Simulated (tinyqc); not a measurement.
Stress in a transistor channel from embedded alloy regions, liners and fins, by half-space elasticity: one step, computed by the program tinyqc.

Plane strain in an isotropic half-space, the same constants everywhere; x along the channel from its centre, y downwards from the free surface; stress is positive in tension.

Problem. Stress at the centre of the channel. A line element dA of misfit at (a, c) in the half-space gives, with C = E e/(2 pi (1 - nu)), X = x - a, r1^2 = X^2 + (y - c)^2, r2^2 = X^2 + Y^2, Y = y + c: s_xx = -C dA {[X^2 - (y - c)^2]/r1^4 + 3 [X^2 - Y^2]/r2^4 + 4 y Y (Y^2 - 3 X^2)/r2^6}, s_yy = C dA {[X^2 - (y - c)^2]/r1^4 - [X^2 - Y^2]/r2^4 + 4 y Y (Y^2 - 3 X^2)/r2^6}. These are integrated over two rectangles, L/2 < |a| < L/2 + S, 0 < c < d (closed form in a, 200 Gauss-Legendre points in c).

Inputs (values chosen for the exercise, modelled on silicon):

| quantity | value | unit |
|---|---|---|
| Young's modulus E | 172 | GPa |
| Poisson ratio nu | 0.26 | - |
| channel length L | 114 | nm |
| length of each stressor S | 150 | nm |
| recess depth d | 25 | nm |
| depth of the field point y | 5.4 | nm |

Stressor: Si(1-x)Ge(x) source and drain.

misfit e = 0.016112

stress of a blanket film = -3.744951 GPa

Give: s_xx; s_yy; s_xx over the blanket-film stress.

Solution.

s_xx = -1303.2 MPa

s_yy = -11.695 MPa

s_xx over the blanket-film stress = 0.34799

The channel is compressed along its length; s_yy is 0.0090 of s_xx in size and vanishes at the surface.
